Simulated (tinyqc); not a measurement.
Changing the confinement constant beta: Raman line shape of confined optical phonons and breathing modes of small crystals. Computed by tinyqc, a small Python program. Command: `OMP_NUM_THREADS=1 python tinyqc.py 3030351 3030352 out.jsonl confine sweep`. One thread of a shared host (Intel(R) Xeon(R) Processor @ 2.30GHz), about 0.04 s of CPU time with the checks.

Confinement in 3 direction(s) lets phonons with q away from zero scatter light. q is in units of 2 pi/a, from 0 to 1, and the branch is isotropic: omega(q)^2 = (omega_0^2 + omega_X^2)/2 + ((omega_0^2 - omega_X^2)/2) cos(pi q). The model and its constant beta are phenomenological; beta = 8 is the common choice.

Inputs (values chosen for the exercise, modelled on diamond):
```
quantity                                value      unit
bulk frequency omega_0                   1333      1/cm
frequency at the zone boundary omega_X   1200      1/cm
natural width Gamma_0                     1.8      1/cm
lattice constant a                      3.567  angstrom
size L                                    8.6        nm
```

Shape: sphere.

Method:
- Weight W(q) = q^2 exp(-(2 L q/a)^2/(2 beta)) dq, that is exp(-k^2 L^2/(2 beta pi^2)) for k = 2 pi q/a.
- Width q_c = a sqrt(2 beta)/(2 L), where the exponential falls to 1/e; curvature of the branch: omega(q) = omega_0 - c q^2, c = pi^2 (omega_0^2 - omega_X^2)/(8 omega_0); for small q_c the mean of q^2 is (number of confined directions) q_c^2/2, and the mean shift is -c times that.
- I(omega) = int W(q) / [(omega - omega(q))^2 + (Gamma_0/2)^2] dq / int W dq x (Gamma_0/2)^2, by 400 Gauss-Legendre points on 0 < q < min(1, 2.5 a sqrt(2 beta)/L).
- The peak is the maximum of I; the width is taken between the half-maximum points, and the asymmetry is the low-side half-width over the high-side one.

One run for each value:
```
confinement constant beta  peak shift (1/cm)  full width (1/cm)  asymmetry  q_c (2 pi/a)
1.0                                 -0.34554             2.0502     1.0969       0.02933
1.5                                 -0.47874             2.2543     1.1840       0.03592
2.0                                 -0.59721             2.4712     1.2710       0.04148
3.0                                 -0.80743             2.9207     1.4311       0.05080
4.0                                 -0.99628             3.3792     1.5696       0.05866
6.0                                 -1.34020             4.3063     1.7915       0.07184
8.0                                 -1.66020             5.2399     1.9586       0.08295
12.0                                -2.26700             7.1174     2.1884       0.10160
```

Over the rows, peak shift (1/cm) falls from -0.346 to -2.27 (exponent d ln y / d ln x between 0.73 and 0.80); full width (1/cm) rises from 2.05 to 7.12 (exponent d ln y / d ln x 0.23 between the first rows and 0.76 between the last); asymmetry rises from 1.10 to 2.19 (exponent d ln y / d ln x 0.19 between the first rows and 0.27 between the last). Only L^2/beta enters, so a size read from a line shape is uncertain by the square root of the uncertainty in beta.

Extremes, crossings and ranges named in words are read from the listed rows.
